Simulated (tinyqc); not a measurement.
Worked calculation: BHZ model on a square lattice (one spin block). Values are carried at full precision from step to step, so a last printed digit may differ when a step is redone from the rounded ones.

h(k) = e0 + d.s with s the Pauli matrices in the basis (E, H), k in units of 1/a: dx = (A/a) sin kx, dy = (A/a) sin ky, dz = M - (2B/a^2)(2 - cos kx - cos ky), e0 = -(2D/a^2)(2 - cos kx - cos ky). The other spin block is h*(-k). For small k this is the continuum model with dz = M - B k^2.

Parameters, chosen for this exercise (of the size used for HgTe wells; the results hold for these values, not for the real material):
- A = 3.45 eV angstrom
- B = -75.4 eV angstrom^2
- D = -54.7 eV angstrom^2
- M = -0.0064 eV (mass term)
- a = 30 angstrom (grid spacing)
- k = (0.31, 0.42) 1/a (wave vector)
- nk = 40 (points along kx)

## One k point

Form e0, d and E = e0 -/+ |d|.

e0 = 16.359 meV

dx, dy, dz (meV): 35.082  46.892  16.149

levels (meV): -44.390  77.108

## Signs of dz at the four invariant points

dz = M, M - 4B/a^2 (twice), M - 8B/a^2 at (0,0), (pi,0), (0,pi), (pi,pi). The product of the signs is (-1)^nu. C = (s00 - s0p - sp0 + spp)/2 is the Chern number of the lower band of this block, in the sense Omega = curl of i<u|grad u>.

dz (meV): (0,0) -6.40, (pi,0) 328.71, (0,pi) 328.71, (pi,pi) 663.82

nu (Z2 index) = 1
C = -1

M/B > 0: the bands are inverted at Gamma alone, a quantum spin Hall insulator.

## Wilson loop

For each ky: x = -(1/2 pi) arg of the product of <u_j|u_(j+1)> over nk points kx = 2 pi j/nk of the lower band, folded into (-1/2, 1/2]. x is the centre of the hybrid Wannier function; minus its winding over ky from -pi to pi (followed on 61 points) is C.

Centres:
```
ky        x (a)
-3.142   0.0000
-1.500   0.0191
-0.700   0.0735
-0.350   0.1442
-0.150   0.2335
0.000    0.5000
0.150   -0.2335
0.350   -0.1442
0.700   -0.0735
1.500   -0.0191
3.142    0.0000
```

C from the winding = -1

The centre winds once across the cell, 71 % of the way within |ky| < 0.35; the other spin winds oppositely, so the pair switches partners.

## Edge state of the continuum model

At a hard wall the state is exp(-l1 y) - exp(-l2 y). At kx = 0: E = -D M/B, slope hbar v = A sqrt(1 - D^2/B^2), l = F -/+ sqrt(F^2 - M/B) with F = |A|/(2 sqrt(B^2 - D^2)); complex l means an oscillating tail. Penetration 1/Re(l1).

E at kx = 0 = 4.643 meV
hbar v = 2.3745 eV angstrom

l1, l2 (1/angstrom): 0.00130  0.06518

penetration = 767.9 angstrom

## Checks

- Chern number from the winding against the sign formula: both -1.0.

tinyqc: `OMP_NUM_THREADS=1 python tinyqc.py 1481092 1481093 out.jsonl`; about 0.09 s, one thread, shared Intel(R) Xeon(R) Processor @ 2.30GHz.
